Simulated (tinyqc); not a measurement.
Frenkel-Kontorova chain: a misfit dislocation (kink) in a monolayer on a periodic substrate: one step, computed by the program tinyqc. Command: `OMP_NUM_THREADS=1 python tinyqc.py 3018588 3018589 out.jsonl fkchain walk`. One thread of a shared host (Intel(R) Xeon(R) Processor @ 2.30GHz), about 0.02 s of CPU time with the checks.

E = sum_j [(k/2)(x_(j+1) - x_j - b)^2 + (W/2)(1 - cos(2 pi x_j/a))], x_j = a (j + u_j). A kink takes u from 0 to 1: the chain is stretched by one period and has one atom fewer than wells.

Problem. Continuum limit. l0 = sqrt(k a^2/(2 W)); kink u(j) = (2/pi) arctan exp(pi j/l0); kink energy at f = 0: E0 = (4/pi) W l0; with misfit E0 - k a^2 f; kinks become favourable at f_c = 2/(pi l0), and a coherent chain with free ends loses stability at f_m = 1/l0. Lowest vibration of the flat chain: nu0 = 15.6333042 THz x sqrt(2 pi^2 W/(a^2 M)).

Inputs (values chosen for the exercise, for a model overlayer):
```
quantity,value,unit
spring constant k,9.55,eV/angstrom^2
substrate period a,3.98,angstrom
corrugation W,12.6,eV
misfit f = (b - a)/a,0.27,-
atomic mass M,39.1,u
```

Constants: nu for 1 eV/(angstrom^2 u) = 15.6333042 THz.

Give: kink width l0; kink energy E0; kink energy with misfit; critical misfit f_c; limit f_m; gap frequency nu0.

Solution.

kink width l0 = 2.450

kink energy E0 = 39.31 eV

kink energy with misfit = -1.538 eV

critical misfit f_c = 0.2598

limit f_m = 0.4081

gap frequency nu0 = 9.907 THz

f_c < f < f_m: kinks lower the energy, but must enter over a barrier at the ends. Caution: a corrugation above 1 eV is larger than real overlayers usually show; it is chosen to keep the kink narrow. Caution: for l0 below about 3 the kink spans few atoms, and the continuum kink energy is off by about 2 per cent or more.
